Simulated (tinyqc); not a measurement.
## Schottky emission and Poole-Frenkel conduction in an insulator, and how to tell them apart: activation energy against field

Schottky emission (electrode-limited): J = As T^2 exp[-(pb - b sqrt(F))/Vt], b = sqrt(q/(4 pi eps0 ei)). Poole-Frenkel emission (bulk-limited): J = s0 F exp[-(pt - 2 b sqrt(F))/Vt]. F in V/cm.

The activation energy is -d ln J/d(q/kB T) at fixed F.

Inputs (values chosen for the exercise); dielectric values close to those of silicon nitride: temperature T = 325 K; high-frequency relative permittivity ei = 4.1; trap depth pt = 1.08 eV; Poole-Frenkel prefactor s0 = 0.39 S/cm; electrode barrier pb = 1.14 eV; Richardson constant As = 21 A/(cm^2 K^2).

Constants: q = 1.602176634e-19 C, kB = 1.380649e-23 J/K, Vt = kB T/q, eps0 = 8.8541878128e-14 F/cm where lengths are in cm. Results are converted to the units shown.

Activation energy against field:
```
F (MV/cm),sqrt(F) ((V/cm)^0.5),"J, Schottky (A/cm^2)",its Ea (eV),"J, Poole-Frenkel (A/cm^2)",its Ea (eV)
0.2,447.2,9.282e-11,1.112,5.544e-10,0.9124
0.81,900.0,1.921e-9,1.027,9.616e-7,0.7427
1.43,1196,1.391e-8,0.9719,8.897e-5,0.6318
2.04,1428,6.588e-8,0.9283,0.002849,0.5447
2.66,1631,2.557e-7,0.8904,0.05595,0.4687
3.27,1808,8.378e-7,0.8571,0.7385,0.4022
3.89,1972,2.510e-6,0.8264,7.887,0.3408
4.5,2121,6.804e-6,0.7985,67.03,0.2849
```

Both activation energies fall linearly in sqrt(F), the Poole-Frenkel one twice as fast (0.912 to 0.285 eV against 1.11 to 0.798 eV). They extrapolate to pt = 1.08 eV and to pb + 2 kB T = 1.20 eV, the 2 kB T coming from the T^2. The Schottky current is the smaller one in every row. For F = 2.04, 2.66, 3.27, 3.89, 4.5 a Fowler-Nordheim estimate for tunnelling through pb with a mass of 0.4 m0 exceeds the Schottky current, so tunnelling, left out here, would compete. For F = 2.66, 3.27, 3.89, 4.5 a Fowler-Nordheim estimate for tunnelling through pb with a mass of 0.4 m0 exceeds the Poole-Frenkel current, so tunnelling, left out here, would compete.

tinyqc, about 0.01 s, one thread, Intel Xeon 2.30GHz (shared host): `OMP_NUM_THREADS=1 python tinyqc.py 2370120 2370121 out.jsonl`
